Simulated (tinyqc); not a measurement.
## Junction parameters from two forward currents

Problem. D(v) = J1 (exp(v/Vt) - 1) + J2 (exp(v/(2 Vt)) - 1). Find J1, J2 and the voltage 2 Vt ln(J2/J1) near which both parts are equal.

Values chosen for this exercise: temperature T = 300 K.

Constants: q = 1.602176634e-19 C, kB = 1.380649e-23 J/K, Vt = kB T/q. Results are converted to the units shown.

junction voltages (V): [0.25, 0.61]
currents (uA/um): [1.0068466e-6, 0.0099051611]

Solution. The current is linear in J1 and J2, so two points give two equations.

J1 = 5.000e-13 uA/um
J2 = 8.000e-9 uA/um
crossover = 0.5005 V

Program tinyqc, `OMP_NUM_THREADS=1 python tinyqc.py 2182085 2182086 out.jsonl`; Intel Xeon 2.30GHz, shared host, one thread, about 0.2 s.
